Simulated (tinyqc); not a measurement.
Length of a polyene: Hueckel, PPP and singles CI along the polyenes. Computed by the program tinyqc. Hueckel uses the same beta without repulsion; CIS keeps all single excitations and so misses the low, doubly excited 2Ag state. W is the valence ionisation energy of a centre, MN the Mataga-Nishimoto formula, f the oscillator strength.

All-trans chains of carbon centres 1.40 angstrom apart:

| parameter | value |
|---|---|
| beta (eV), times 1 +/- alternation | -2.180000 |
| alternation | 0.100000 |
| W (eV) | 11.160000 |
| gamma_rr (eV) | 10.150000 |
| repulsion formula | MN |

Gaps and excitations (eV):

| centres | Hueckel gap | PPP orbital gap | bright singlet (CIS) | f | lowest triplet (CIS) |
|---|---|---|---|---|---|
| 2 | 4.7960 | 9.9047 | 7.3167 | 0.6273 | 2.2753 |
| 4 | 3.2198 | 7.8388 | 5.2711 | 0.9499 | 1.5560 |
| 6 | 2.4992 | 6.8139 | 4.3385 | 1.3144 | 1.2344 |
| 8 | 2.0927 | 6.2109 | 3.7980 | 1.6537 | 1.0625 |
| 10 | 1.8336 | 5.8201 | 3.4493 | 1.9726 | 0.9598 |
| 12 | 1.6553 | 5.5505 | 3.2094 | 2.2769 | 0.8935 |

What does the comparison show, and why?

The Hueckel gap tends to 4 x alternation x |beta| = 0.87 eV for long chains. Exchange opens the PPP orbital gap, and the attraction of electron and hole brings the bright state 2.34 eV below it at 12 centres; the triplet lies 2.32 eV lower still.
